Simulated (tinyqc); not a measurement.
# Off-state leakage of single and stacked transistors: what changes with what

n-channel devices of unit width. Subthreshold current I(Vg, Vs, Vd) = I0 (T/300 K)^0.5 exp[(Vg - Vs - VT(T) - gb (Vs - Vb) + dd (Vd - Vs))/(nf Vt)] (1 - exp(-(Vd - Vs)/Vt)), VT(T) = VT - cT (T - 300 K). Gate-edge tunnelling Ig (Vd/1 V) exp(ag (Vd - 1 V)), for a gate at 0 V, and band-to-band leakage Ab u exp(-Bb/u), u = Vd - Vb + 1 V, flow at a drain held at V; both are taken as independent of T. In a stack of off transistors (all gates at 0 V) the same subthreshold current passes through each.

Parameters, values chosen for the exercise; values of the order met in bulk silicon logic transistors: temperature T = 398 K; supply voltage V = 0.7 V; threshold at 300 K, zero drain and body bias VT = 0.4 V; fall of the threshold with temperature cT = 0.9 mV/K; current at threshold at 300 K I0 = 0.16 uA/um; slope factor nf = 1.52; drain-induced lowering per volt dd = 0.09; rise of the threshold per volt of source-body bias gb = 0.08; gate-edge tunnelling current at 1 V Ig = 3e-6 uA/um; exponential slope of the gate current ag = 3.8 1/V; prefactor of band-to-band leakage at the drain Ab = 30 uA/(um V); its exponential voltage Bb = 22 V; body voltage Vb = 0 V.

Constants: q = 1.602176634e-19 C, kB = 1.380649e-23 J/K, Vt = kB T/q. Results are converted to the units shown.

Each table varies one quantity; the others keep the values above.

## Subthreshold current against the height of the stack

All n gates at 0 V, bottom source at 0 V, top drain at V; node voltages follow from equal currents.

Result of one run:

| n | I (nA/um) | reduction factor | drain voltage of the bottom device (mV) | source voltage of the top device (mV) | voltage across the top device (V) |
|---|---|---|---|---|---|
| 3 | 0.2494 | 6.250 | 24.70 | 81.66 | 0.6183 |

What becomes of these results when the number of transistors in series n is changed from 3 to 5, all else the same?

Result of the changed run:

| n | I (nA/um) | reduction factor | drain voltage of the bottom device (mV) | source voltage of the top device (mV) | voltage across the top device (V) |
|---|---|---|---|---|---|
| 5 | 0.1391 | 11.21 | 11.88 | 107.7 | 0.5923 |

The whole series:

| n | I (nA/um) | reduction factor | drain voltage of the bottom device (mV) | source voltage of the top device (mV) | voltage across the top device (V) |
|---|---|---|---|---|---|
| 1 | 1.559 | 1.000 | 700.0 | 0 | 0.7000 |
| 2 | 0.4209 | 3.704 | 58.34 | 58.34 | 0.6417 |
| 3 | 0.2494 | 6.250 | 24.70 | 81.66 | 0.6183 |
| 4 | 0.1783 | 8.743 | 15.99 | 96.61 | 0.6034 |
| 5 | 0.1391 | 11.21 | 11.88 | 107.7 | 0.5923 |
| 6 | 0.1141 | 13.66 | 9.466 | 116.5 | 0.5835 |

The second transistor cuts the current by a factor of 3.70, the third by a further 1.69 and the sixth by 1.22. The top device keeps 83.4 % of the supply at n = 6, while the drain voltage of the bottom one falls to 0.276 Vt.

## Leakage components against the body voltage

Same model as above.

One transistor with Vg = Vs = 0, Vd = V; stack factor I(one)/I(two in series).

The same in every row: gate edge (nA/um) = 6.7162e-4; stack factor = 3.7035.

Leakage components against the body voltage:

| Vb (V) | subthreshold (nA/um) | band-to-band (nA/um) | total (nA/um) | largest part |
|---|---|---|---|---|
| 0.2 | 2.1188 | 0.019211 | 2.1387 | subthreshold |
| 0 | 1.5589 | 0.12226 | 1.6818 | subthreshold |
| -0.2 | 1.1469 | 0.53358 | 1.6811 | subthreshold |
| -0.4 | 0.84377 | 1.7766 | 2.6210 | band-to-band |
| -0.6 | 0.62077 | 4.8387 | 5.4601 | band-to-band |
| -0.8 | 0.45671 | 11.305 | 11.762 | band-to-band |
| -1 | 0.33601 | 23.431 | 23.768 | band-to-band |
| -1.2 | 0.24720 | 44.144 | 44.392 | band-to-band |
| -1.4 | 0.18187 | 76.983 | 77.165 | band-to-band |

As Vb goes from 0.2 to -1.4, the total leakage goes from 2.14 through a minimum of 1.68 (at Vb = -0.2 among the rows listed) to 77.2 nA/um. The subthreshold part leads at Vb = 0.2, the band-to-band part from -0.4 on. The exact minimum lies at Vb = -0.106 V: reverse body bias lowers the subthreshold part by a decade every nf Vt ln 10/gb = 1.50 V but raises the band-to-band part. The reduction by a stack of two stays at 3.70, for the subthreshold part alone. For Vb = 0.2 the body is forward biased; the junction current, left out, is still small at this voltage.

Numbers from tinyqc (`OMP_NUM_THREADS=1 python tinyqc.py 2242114 2242115 out.jsonl`; about 0.03 s on one thread of a shared Intel Xeon 2.30GHz).
